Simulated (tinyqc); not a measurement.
Electrons shared among three sets of ellipsoidal valleys: sweeps and comparisons. A value that a table varies takes the place of the one given here.

F_j(eta) = (1/Gamma(j + 1)) integral_0^infinity x^j dx/(1 + exp(x - eta)), which tends to exp(eta) for eta << 0.

Sets Delta2, Delta4, L: N_i = M_i times N = 2 (m kB T/(4 pi c))^(3/2) with c = hbar^2/2m0, in 1/angstrom^3; times 1e24 for 1/cm^3, m = (ml mt^2)^(1/3); n = sum_i N_i F_1/2((EF - dE_i)/kT), energies from the edge of the first set; mu_drift = sum of share times mobility.

Constants: hbar^2/2m0 = 3.80998211 eV angstrom^2; kB = 8.617333262e-05 eV/K.

Inputs chosen for the exercise (masses and offsets near those of Si; mobilities are free inputs, held fixed; not measured data): dE = (0, 0.048, 0.888) eV (edges of Delta2, Delta4, L above the first, the first two split by strain); M = (2, 4, 4) (valleys in each set); ml = (0.884, 0.884, 1.754) m0 (longitudinal masses of Delta2, Delta4, L); mt = (0.1924, 0.1924, 0.1164) m0 (transverse masses); mu = (1900, 860, 420) cm^2/(V s) (mobility of each set, for current in the plane normal to the Delta2 axis); n = 4.7e+17 1/cm^3 (total electron density); T = 300 K.

## Transfer between valleys with temperature

Offsets, masses and mobilities are held fixed; n is fixed too, so the high values of T stand for hot electrons, not for the lattice.

Populations:
```
T (K),EF (eV),share Delta2,share Delta4,share L,mu_drift
77,-0.0052,0.9983,0.0017,0.0000,1898
150,-0.0248,0.9513,0.0487,0.0000,1849
300,-0.0833,0.7599,0.2401,0.0000,1650
450,-0.1560,0.6319,0.3681,0.0000,1517
600,-0.2368,0.5580,0.4420,0.0000,1440
900,-0.4140,0.4812,0.5187,0.0000,1360
1200,-0.6053,0.4429,0.5570,0.0001,1321
2000,-1.1602,0.3962,0.5999,0.0039,1270
```

How do the results move?

The share of Delta2 goes from 0.998 to 0.396 and the mean mobility from 1898 to 1270 cm^2/(V s). Delta2 and Delta4 hold equal numbers between T = 600 and 900 K. The share of L is at most 0.0039.

## Transfer between valleys with doping

Parabolic valleys; band tails and gap narrowing are left out.

Populations:
```
n (1/cm^3),EF (eV),share Delta2,share Delta4,share L,mu_drift
1.0e+16,-0.1831,0.7619,0.2381,0.0000,1652
1.0e+17,-0.1235,0.7615,0.2385,0.0000,1652
1.0e+18,-0.0634,0.7575,0.2425,0.0000,1648
3.0e+18,-0.0339,0.7486,0.2514,0.0000,1639
1.0e+19,0.0011,0.7193,0.2807,0.0000,1608
3.0e+19,0.0389,0.6516,0.3484,0.0000,1538
1.0e+20,0.0954,0.5308,0.4692,0.0000,1412
```

What does this show?

The share of Delta2 goes from 0.762 to 0.531 and the mean mobility from 1652 to 1412 cm^2/(V s). Delta2 holds more than Delta4 throughout. The share of L is at most 7.5e-15.

## Moving the second set by strain or alloying

The second entry of dE is replaced by the values listed; a negative value puts that set lowest.

Populations:
```
offset (eV),EF (eV),share Delta2,share Delta4,share L,mu_drift
-0.100,-0.1945,0.0104,0.9896,0.0000,871
-0.050,-0.1461,0.0679,0.9321,0.0000,931
0.000,-0.1048,0.3333,0.6667,0.0000,1207
0.025,-0.0910,0.5665,0.4335,0.0000,1449
0.050,-0.0828,0.7736,0.2264,0.0000,1665
0.100,-0.0772,0.9592,0.0408,0.0000,1858
0.150,-0.0762,0.9939,0.0061,0.0000,1894
0.200,-0.0761,0.9991,0.0009,0.0000,1899
0.300,-0.0761,1.0000,0.0000,0.0000,1900
```

How do the results move?

The share of Delta2 goes from 0.010 to 1.000 and the mean mobility from 871 to 1900 cm^2/(V s). Delta2 and Delta4 hold equal numbers between offset = 0 and 0.025 eV. The share of L is at most 2.1e-15. With Boltzmann statistics the first two sets are equal at kT ln(N_2/N_1) = 0.0179 eV.

## What moves the populations

All else solved anew. Each row changes one parameter from the base and keeps the others.

Results:
```
case,EF (eV),share Delta2,share Delta4,share L,mu_drift (cm^2/(V s))
base,-0.0833,0.7599,0.2401,0.0000,1650
T = 350 K,-0.1063,0.7089,0.2911,0.0000,1597
n = 1.41e+18 1/cm^3,-0.0543,0.7556,0.2444,0.0000,1646
"dE = (0, 0.0384, 0.888) eV",-0.0860,0.6862,0.3138,0.0000,1574
"mt = (0.1924, 0.2309, 0.1164) m0",-0.0845,0.7251,0.2749,0.0000,1614
"ml = (0.884, 1.0608, 1.754) m0",-0.0839,0.7429,0.2571,0.0000,1633
"mu = (2280, 860, 420) cm^2/(V s)",-0.0833,0.7599,0.2401,0.0000,1939
```

What can be read from the table?

The largest shifts from the base row, up to three for each result and ties (the steps differ in size, so this ranks the rows, not the parameters). EF (eV): n +0.0290, T -0.0231, dE -0.0027; unchanged at the printed digits by mu. share Delta2: dE -0.0736, T -0.0509, mt -0.0347; unchanged at the printed digits by mu. share Delta4: dE +0.0736, T +0.0509, mt +0.0347; unchanged at the printed digits by mu. share L: unchanged at the printed digits by T, n, dE, mt, ml and mu. mu_drift (cm^2/(V s)): mu +289, dE -77, T -53.

Program tinyqc; command `OMP_NUM_THREADS=1 python tinyqc.py 1652213 1652214 out.jsonl`; about 0.01 s on one thread of a shared Intel(R) Xeon(R) Processor @ 2.30GHz.
